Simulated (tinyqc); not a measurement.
What moves the results: donors with valley-orbit split 1s states. A value that a table varies takes the place of the one given here.

Each donor binds at most one electron, in any of its states. For a site s, W_s = sum over its states of g exp(E/kT), and the ionised share is 1/(1 + W_s exp(eta)), eta = (EF - Ec)/kT; n = Nc F_1/2(eta); neutrality n + NA = ND x (mean ionised share); holes are neglected. Nc from N = 2 (m kB T/(4 pi c))^(3/2) with c = hbar^2/2m0, in 1/angstrom^3; times 1e24 for 1/cm^3, m = md. F_j(eta) = (1/Gamma(j + 1)) integral_0^infinity x^j dx/(1 + exp(x - eta)), which tends to exp(eta) for eta << 0.

Mobility (Caughey-Thomas form): mu = mu0 + (mu1 (T/300)^(-ga) - mu0)/(1 + ((ND + NA)/Nr)^de); rho = 1/(e n mu), e = 1.602176634e-19 C.

Constants: hbar^2/2m0 = 3.80998211 eV angstrom^2; kB = 8.617333262e-05 eV/K.

Parameters, chosen for this exercise (near those of Sb in Si; not measured data): md = 1.075 m0 (density-of-states mass of the conduction band); E = (42, 32.3, 29.2) meV (binding energies of 1s(A1), 1s(T2), 1s(E)); g = (2, 6, 4) (their degeneracies with spin); ND = 1.2e+17 1/cm^3 (donors); NA = 0 1/cm^3 (compensating acceptors, all ionised); T = 300 K; mu0 = 62 cm^2/(V s) (mobility at heavy doping); mu1 = 1402 cm^2/(V s) (mobility at light doping and 300 K); Nr = 1.1e+17 1/cm^3 (reference doping); de = 0.72 (doping exponent); ga = 2.3 (temperature exponent).

## What the excited states change

The last columns keep only the ground state of each site (g = 2).

Results:

| T (K) | effective degeneracy | eta | n (1/cm^3) | n, ground states only | ratio |
|---|---|---|---|---|---|
| 40 | 2.46 | -7.76 | 5.81e+14 | 6.44e+14 | 0.902 |
| 60 | 3.26 | -6.19 | 5.12e+15 | 6.49e+15 | 0.789 |
| 80 | 4.09 | -5.55 | 1.49e+16 | 2.08e+16 | 0.719 |
| 110 | 5.19 | -5.18 | 3.48e+16 | 5.06e+16 | 0.688 |
| 150 | 6.32 | -5.10 | 6.02e+16 | 8.35e+16 | 0.721 |
| 200 | 7.32 | -5.22 | 8.25e+16 | 1.04e+17 | 0.795 |
| 250 | 8.03 | -5.40 | 9.57e+16 | 1.12e+17 | 0.856 |
| 300 | 8.56 | -5.60 | 1.03e+17 | 1.15e+17 | 0.898 |
| 400 | 9.29 | -5.96 | 1.11e+17 | 1.18e+17 | 0.942 |
| 500 | 9.76 | -6.26 | 1.14e+17 | 1.19e+17 | 0.963 |

The effective degeneracy grows from 2.46 to 9.76. Excited states hold electrons back, so the ratio is never above 1; it is lowest, 0.688, at 110 K of those listed, and 0.898 at 300 K. At low T the excited states empty out, and at high T more donors are ionised (n is 95 % of ND - NA in the last row), so the effect is largest in between.

## Ionisation and resistivity against doping

NA = 0.

Results:

| ND (1/cm^3) | n (1/cm^3) | n/ND | mu (cm^2/(V s)) | rho (ohm cm) | rho at full ionisation |
|---|---|---|---|---|---|
| 1.0e+14 | 1.00e+14 | 1.000 | 1393 | 44.8 | 44.8 |
| 1.0e+15 | 9.98e+14 | 0.998 | 1358 | 4.60 | 4.60 |
| 1.0e+16 | 9.85e+15 | 0.985 | 1200 | 0.528 | 0.520 |
| 3.0e+16 | 2.87e+16 | 0.957 | 1024 | 0.212 | 0.203 |
| 1.0e+17 | 8.80e+16 | 0.880 | 755 | 0.0940 | 0.0827 |
| 3.0e+17 | 2.23e+17 | 0.742 | 500 | 0.0560 | 0.0416 |
| 1.0e+18 | 5.41e+17 | 0.541 | 289 | 0.0399 | 0.0216 |
| 2.0e+18 | 8.54e+17 | 0.427 | 210 | 0.0348 | 0.0149 |

From 1e16 to 1e18 1/cm^3 rho falls by a factor 13.2, not 100: the mobility takes a factor 4.15 and incomplete ionisation 1.82. n/ND is below 0.9 from 1e+17 1/cm^3 on. From a few times 1e18 1/cm^3 on, depending on the dopant, the levels merge with the band, and already below that screening lowers the binding energy, so the last rows understate n.

## Compensation sets the slope of the freeze-out

NA = K ND. The slope energy is -d ln(n T^(-p))/d(1/kT) between 30 and 36 K, with p = 3/4 for K = 0 and p = 3/2 otherwise.

Results:

| K | n(30 K) (1/cm^3) | n(36 K) (1/cm^3) | slope energy (meV) |
|---|---|---|---|
| 0 | 6.56e+13 | 2.81e+14 | 20.44 |
| 0.0010 | 2.89e+13 | 2.27e+14 | 27.75 |
| 0.010 | 3.54e+12 | 6.20e+13 | 40.16 |
| 0.050 | 6.81e+11 | 1.25e+13 | 40.87 |
| 0.20 | 1.43e+11 | 2.64e+12 | 40.90 |
| 0.50 | 3.59e+10 | 6.59e+11 | 40.90 |

Without acceptors the slope is 20.44 meV, against half the ground-state energy, 21.00; with K = 0.05 it is 40.87 meV, against the full 42. The full energy (less a few meV where excited levels lie within a few kT) shows where n is far below NA, since the acceptors then hold EF near the donor level: n(36 K)/NA is 1.9 for K = 0.001 and 0.0021 for K = 0.05; for K = 0.001 the sample is still in or near the uncompensated regime, where p = 3/2 is the wrong power, so that slope means little.

## What moves the carrier density

All results formed anew. Each row changes one parameter from the base and keeps the others.

Results:

| case | eta | n (1/cm^3) | rho (ohm cm) |
|---|---|---|---|
| base | -5.599 | 1.034e+17 | 0.08492 |
| E = (47, 32.3, 29.2) meV | -5.605 | 1.028e+17 | 0.08543 |
| md = 1.183 m0 | -5.726 | 1.051e+17 | 0.08351 |
| ND = 2.4e+17 1/cm^3 | -5.010 | 1.861e+17 | 0.06114 |
| NA = 1.2e+16 1/cm^3 | -5.707 | 9.285e+16 | 0.09769 |
| T = 330 K | -5.713 | 1.064e+17 | 0.1016 |
| Nr = 2.2e+17 1/cm^3 | -5.599 | 1.034e+17 | 0.06893 |

The largest shifts from the base row, up to three for each result and ties (the steps differ in size, so this ranks the rows, not the parameters). eta: ND +0.589, md -0.127, T -0.114; unchanged at the printed digits by Nr. n (1/cm^3): ND +8.27e+16, NA -1.05e+16, T +3.06e+15; unchanged at the printed digits by Nr. rho (ohm cm): ND -0.0238, T +0.0167, Nr -0.0160.

tinyqc: `OMP_NUM_THREADS=1 python tinyqc.py 1681521 1681522 out.jsonl`; about 0.01 s, one thread, shared Intel(R) Xeon(R) Processor @ 2.30GHz.
